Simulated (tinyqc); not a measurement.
Free and trapped electrons in a MOS channel with a dense trap tail: one step of the calculation.

p-type body, charge-sheet picture, full ionisation (an idealisation for deep acceptors), Boltzmann statistics for free electrons. e = Ec - EF at the surface. Acceptor-like traps of density D(E) = D0 + De exp(-E/Ew) at depth E below Ec, from 0 to Eu, hold n_t = integral of D(E)/(1 + exp((e - E)/Vt)). psi = Eg - Vt ln(Nv/Na) - e; N_dep = sqrt(2 eps0 eps_r Na (psi - Vt)/q); n_f = sqrt(N_dep^2 + 2 eps0 eps_r Vt Nc exp(-e/Vt)/q) - N_dep; Vg = Vfb + psi + q (N_dep + n_t + n_f)/Cox, Cox = eps0 eox/tox.

Problem. Charges and gate voltage. psi, N_dep, n_f and Vg as defined, with the n_t given; free share n_f/(n_f + n_t); apparent mobility mf n_f/(n_f + n_t); gate voltage spent on traps q n_t/Cox.

Parameters, values chosen for the exercise; band and dielectric values close to those of 4H silicon carbide:
- T = 300 K (temperature)
- Eg = 3.28 eV (band gap)
- eps_r = 9.85 (relative permittivity)
- Nc = 1.71e19 cm^-3 (conduction-band density of states at T)
- Nv = 2.47e19 cm^-3 (valence-band density of states at T)
- eox = 3.9 (relative permittivity of the insulator)
- tox = 59 nm (insulator thickness)
- Na = 1.3e17 cm^-3 (acceptor density)
- Vfb = -2.16 V (flat-band voltage without trapped charge)
- mf = 95 cm^2/(V s) (mobility of free electrons)
- e = 0.043 eV (Ec - EF at the surface)

Constants: q = 1.602176634e-19 C, kB = 1.380649e-23 J/K, Vt = kB T/q, eps0 = 8.8541878128e-14 F/cm where lengths are in cm. Results are converted to the units shown.

n_t = 1.0591603e12 cm^-2

Give: psi; N_dep; n_f; Vg; free share; apparent mobility; gate voltage spent on traps.

Solution.

psi = 3.1014 V
N_dep = 2.0863e12 cm^-2
n_f = 2.0819e11 cm^-2
Vg = 10.122 V
free share = 16.427 %
apparent mobility = 15.606 cm^2/(V s)
gate voltage spent on traps = 2.8994 V

tinyqc, about 0.02 s, one thread, Intel Xeon 2.30GHz (shared host): `OMP_NUM_THREADS=1 python tinyqc.py 2222019 2222020 out.jsonl`
